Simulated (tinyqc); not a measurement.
## Permittivity and interface capacitance from two thicknesses

Question. 1/C = t/(eps0 ek) + 2/ci for planar capacitors that differ only in thickness. Find ek, ci and the EOT of the interfaces, 2 x 3.9 eps0/ci.

Constants: eps0 = 8.8541878128e-14 F/cm where lengths are in cm. Results are converted to the units shown.

C at t = 2.6 and 7.9 nm (uF/cm^2): [6.8240636, 3.1873194]

Answer. 1/C is a straight line in t: the slope gives ek and the intercept 2/ci. A single thickness would give only the effective permittivity; when the interfaces are a small part of 1/C, ci needs very accurate data.

ek = 35.80
ci = 31.00 uF/cm^2
EOT of the interfaces = 0.2228 nm

Computed by the program tinyqc: `OMP_NUM_THREADS=1 python tinyqc.py 2102182 2102183 out.jsonl`, one thread of a shared Intel Xeon 2.30GHz, about 0.01 s for the whole run.
